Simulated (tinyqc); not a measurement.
Inside a calculation. Model: X-ray photoelectron analysis of a thin oxide on a semiconductor: attenuation lengths, thickness, angle series and band offsets. Computed by tinyqc, a small Python program that keeps every step. Command: `OMP_NUM_THREADS=1 python tinyqc.py 3111867 3111868 out.jsonl xps walk`. One thread of a shared host (Intel(R) Xeon(R) Processor @ 2.30GHz), about 0.01 s of CPU time with the checks. Intermediate numbers are printed to about 6 digits and carried at full precision; extremes and crossings named in words are read from the listed rows.

The same element is seen in the oxide and in the substrate, at nearly the same kinetic energy; films are flat and uniform, and the work function is ignored.

Inputs (values chosen for the exercise, modelled on SiO2 on silicon):
```
quantity                                           value     unit
photon energy                                     1486.6       eV
binding energy of the core level                    99.4       eV
oxide density                                        2.2   g/cm^3
oxide formula mass                                 60.08    g/mol
valence electrons per oxide formula                   16        -
oxide gap                                           8.91       eV
substrate density                                   2.33   g/cm^3
substrate formula mass                             28.09    g/mol
valence electrons per substrate formula                4        -
substrate gap                                       1.12       eV
oxide thickness d                                    1.6       nm
emission angle from the normal                        15  degrees
attenuation length over inelastic mean free path    0.92        -
carbon overlayer                                    0.56       nm
counts in the two peaks together                  500000        -
valence band offset used to make the data           4.61       eV
core level less valence band top, substrate        98.87       eV
core level less valence band top, thick oxide       98.6       eV
field in the oxide                                   1.2    MV/cm
```

## Inelastic mean free paths

TPP-2M: lambda = E/(E_p^2 [b ln(c E) - C/E + D/E^2]) in angstrom, E_p = 28.8 sqrt(N_v rho/M), b = -0.10 + 0.944/sqrt(E_p^2 + E_g^2) + 0.069 rho^0.1, c = 0.191/sqrt(rho), U = N_v rho/M, C = 1.97 - 0.91 U, D = 53.4 - 20.8 U, with E = photon energy less binding energy in eV. Attenuation length L = factor x lambda.

kinetic energy E = 1387.2 eV

Terms:
```
layer      E_p (eV)          b         c  lambda (nm)
oxide       22.0444  0.0143628  0.128772      3.88580
substrate   16.5892  0.0318658  0.125128      3.08976
```

L in the oxide = 3.57493 nm

L in the substrate = 2.84258 nm

## Peak ratio

R_0 = (rho_o/M_o) L_o/((rho_s/M_s) L_s); peak ratio R = I_ox/I_sub = R_0 [exp(d/(L_o cos theta)) - 1]; hence d = L_o cos theta ln(1 + R/R_0). A carbon layer weakens both peaks alike, by exp(-d_C/(L_o cos theta)) if its L is taken equal to L_o. This R_0 leaves out intrinsic losses from the substrate peak, so calibrated values can be larger.

R_0 = 0.555193

d/(L_o cos theta) = 0.463349

ratio R = 0.327224

oxide share of the counts = 0.246548

attenuation by carbon = 0.850295

depth 3 L_o cos theta = 10.3594 nm

## Error budget of the thickness

With x = d/(L_o cos theta): d ln d/d ln R = (1 - exp(-x))/x = -d ln d/d ln R_0; counting error of R = 1/sqrt(N f (1 - f)), f the oxide share, which times the sensitivity gives that of d; an angle error adds tan(theta) d theta; d is proportional to L_o at fixed R_0. Assumed errors: 5 % in R_0, 1 degree, 5 % in L_o.

sensitivity to R = 0.800319

counting error of d = 0.262603 %

R_0 = 4.00159 %

angle = 0.467660 %

L_o = 5 %

The attenuation length is the largest of these terms.

## Angle series: uniform film or islands?

Islands: half of the surface carries 2 d and half none, R = R_0 (1/2)(1 - t)/(1/2 + t/2) with t = exp(-2 d/(L_o cos theta)); the apparent thickness is read with the uniform formula.

Against the angle:
```
theta (degrees)  R, uniform  R, islands  apparent d, islands (nm)
0                   0.31340    0.233121                   1.25330
20                  0.33871    0.246096                   1.23256
35                  0.40361    0.276372                   1.18306
45                  0.49032    0.310951                   1.12423
55                  0.65631    0.362473                   1.03041
65                  1.04573    0.435986                   0.87565
75                  2.57408    0.521307                   0.61267
```

A uniform film gives d = 1.6 nm at every angle. The island film of the same volume reads 1.25 nm at normal emission and 0.613 nm at 75 degrees; its ratio cannot pass R_0, since the bare half always shows the substrate.

## Band offsets by core levels

Valence band offset = (E_core - E_v)(substrate) - (E_core - E_v)(oxide) + (core level separation at the interface, oxide less substrate). The separation is made here from the given offset; a uniform field F that raises the binding energy towards the surface shifts the oxide peak by e F <z>, <z> = d/(1 - exp(-x)) - d/x, x = d/(L_o cos theta), being the mean distance from the interface. Conduction band offset = oxide gap - substrate gap - valence band offset.

separation without field = 4.34 eV

<z> = 0.861560 nm

separation with field = 4.44339 eV

apparent valence band offset = 4.71339 eV

true conduction band offset = 3.18 eV

apparent conduction band offset = 3.07661 eV

The field biases both offsets by 0.10 eV, in opposite directions.

Checks made by the program: thickness recovered (relative difference below 1e-10).
